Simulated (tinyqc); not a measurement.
Inputs raised by 10 %, one at a time: velocity overshoot from momentum and energy balance equations after a field step. Computed by tinyqc, a small Python program. Command: `OMP_NUM_THREADS=1 python tinyqc.py 3019786 3019787 out.jsonl overshoot sens`. One thread of a shared host (Intel(R) Xeon(R) Processor @ 2.30GHz), about 0.1 s of CPU time with the checks.

At t = 0 the field jumps from 0 to F in a uniform sample. v is the drift velocity and u = w - (3/2) k_B T the excess energy per carrier.

Inputs (values chosen for the exercise, modelled on electrons in silicon except for tau_E):
```
quantity,value,unit
effective mass m,0.27,m_0
low-field mobility mu_0,1300,cm^2/(V s)
saturation velocity v_s,0.93,1e7 cm/s
energy relaxation time tau_E,0.42,ps
field after the step F,61,kV/cm
lattice temperature T,300,K
time step dt,1.7,fs
```

Scheme: implicit in the damping.

Constants: m_0 = 9.1093837015e-31 kg; e = 1.602176634e-19 C; k_B = 8.617333262e-05 eV/K.

Method:
- dv/dt = e F/m - v/tau_m(u), du/dt = e F v - u/tau_E, tau_m(u) = tau_0/(1 + c u), tau_0 = m mu_0/e, c = mu_0/(e tau_E v_s^2); this choice gives the steady state v (1 + mu_0 F v/v_s^2) = mu_0 F, which saturates at v_s. Steady velocity v = 2 mu_0 F/(1 + sqrt(1 + 4 (mu_0 F/v_s)^2)); u = e F v tau_E; carrier temperature T + 2u/(3 k_B), neglecting the drift energy m v^2/2.
- Step: v_new = (v + dt e F/m)/(1 + dt/tau_m(u)), u_new = (u + dt e F v_new)/(1 + dt/tau_E). Start v = u = 0; the distance adds dt (v + v_new)/2.
- Run to 8 times the larger of tau_E and tau_0, but at most 20001 steps, and stop early if |v| > 1000 v_s or u < -1/(2c); the run is accepted if the last v is within 0.5 % of the steady value.

Runs:
```
input moved,from,to,peak velocity (1e7 cm/s),peak over steady velocity,steady velocity (1e7 cm/s),steady carrier temperature (K)
base run,-,-,2.160,2.463,0.8771,2038
effective mass m (m_0),0.27,0.297,2.107,2.402,0.8771,2038
low-field mobility mu_0 (cm^2/(V s)),1300,1430,2.193,2.487,0.8817,2048
saturation velocity v_s (1e7 cm/s),0.93,1.023,2.280,2.377,0.9591,2201
energy relaxation time tau_E (ps),0.42,0.462,2.216,2.526,0.8771,2212
field after the step F (kV/cm),61,67.1,2.250,2.552,0.8817,2222
```

Exponents ln(y'/y) / ln(x'/x):
```
input,peak velocity,peak over steady velocity,steady velocity,steady carrier temperature
effective mass m,-0.264,-0.264,0.000,0.000
low-field mobility mu_0,0.159,0.103,0.056,0.048
saturation velocity v_s,0.567,-0.371,0.939,0.806
energy relaxation time tau_E,0.266,0.266,0.000,0.859
field after the step F,0.428,0.372,0.056,0.907
```

Which inputs matter most for each result?

Among the inputs moved here: peak velocity answers most in size to saturation velocity v_s (exponent +0.567), next to field after the step F (+0.428). Peak over steady velocity answers most in size to field after the step F (exponent +0.372), and about equally to saturation velocity v_s (-0.371). Steady velocity answers most in size to saturation velocity v_s (exponent +0.939), next to low-field mobility mu_0 (+0.056); its exponent is below 0.0005 for effective mass m, energy relaxation time tau_E. Its exponent 0.000 in energy relaxation time tau_E: c is tied to tau_E so that the steady curve is fixed. Steady carrier temperature answers most in size to field after the step F (exponent +0.907), next to energy relaxation time tau_E (+0.859); its exponent is below 0.0005 for effective mass m.

Extremes, crossings and ranges named in words are read from the listed rows.
